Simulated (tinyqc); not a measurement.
# Front-illuminated p-i-n photodiode, quantum efficiency and bandwidth, step by step

Numbers from tinyqc (`OMP_NUM_THREADS=1 python tinyqc.py 2250128 2250129 out.jsonl`; about 0.01 s on one thread of a shared Intel Xeon 2.30GHz). Printed values are rounded.

Light enters through a p layer (0 to xp), a depleted layer (xp to xp + wi) and a thick n substrate, decaying as exp(-al x); one pass, no back reflection. Carriers made in the depleted layer are all collected; those in the neutral layers diffuse.

Values chosen for this exercise; values close to those of In0.53Ga0.47As at this wavelength: wavelength lam = 1550 nm; absorption coefficient al = 7110 1/cm; reflectance of the front face Rf = 0.3; relative permittivity eps_r = 13.3; thickness of the front p layer xp = 0.054 um; thickness of the depleted layer wi = 2.3 um; electron diffusion coefficient in the p layer Dn = 67 cm^2/s; electron diffusion length in the p layer Ln = 3 um; recombination velocity of the front surface S = 2e5 cm/s; hole diffusion length in the thick n substrate Lp = 17 um; electron drift velocity ve = 6.81e6 cm/s; hole drift velocity vh = 5.02e6 cm/s; diameter dia = 22 um; load resistance RL = 50 ohm; parasitic capacitance Cp = 80 fF; modulation frequency f = 15 GHz.

Constants: q = 1.602176634e-19 C, h = 6.62607015e-34 J s, c = 299792458 m/s, eps0 = 8.8541878128e-14 F/cm where lengths are in cm. Results are converted to the units shown.

## Quantum efficiency

k = al Ln, s = S Ln/Dn, e = exp(-al xp); front layer f1 = (k/(k^2 - 1)) {[s + k - e (s cosh(xp/Ln) + sinh(xp/Ln))]/[s sinh(xp/Ln) + cosh(xp/Ln)] - k e}; depleted layer f2 = e (1 - exp(-al wi)); substrate f3 = e exp(-al wi) al Lp/(1 + al Lp); external efficiency (1 - Rf)(f1 + f2 + f3); responsivity = efficiency q lam/(h c).

s = 0.8955224
f1 = 0.03736162
f2 = 0.7747807
f3 = 0.1732217
external efficiency = 0.6897549
responsivity = 0.8623035 A/W

The front layer absorbs 3.77 % of the light that enters and collects 99.2 % of that. Diffusion from the neutral layers makes up 21.4 % of the current.

## Response at one frequency

Drift response for pairs made in the depleted layer, a = al wi, g = 1 - exp(-a), u = 2 pi i f, te = wi/ve, th = wi/vh: electrons He = [g - a (exp(-a) - exp(-u te))/(u te - a)]/(u te g), holes Hh = [g - a (1 - exp(-a - u th))/(a + u th)]/(u th g); C = eps0 eps_r pi (dia/2)^2/wi + Cp; total |He + Hh|/sqrt(1 + (2 pi f RL C)^2), for the current of the depleted layer alone.

te = 33.77386 ps
th = 45.81673 ps
He = 0.1859975-0.4180336i
Hh = 0.1088926-0.2099450i
|He + Hh| = 0.6937703
C = 99.46291 fF
total response = 0.6281907

The drift response alone falls to 1/sqrt(2) at 14.6 GHz and the RC term alone at 32.0 GHz; together they give 12.9 GHz for this part of the current; the diffusion currents, left out, respond on their own time scales.
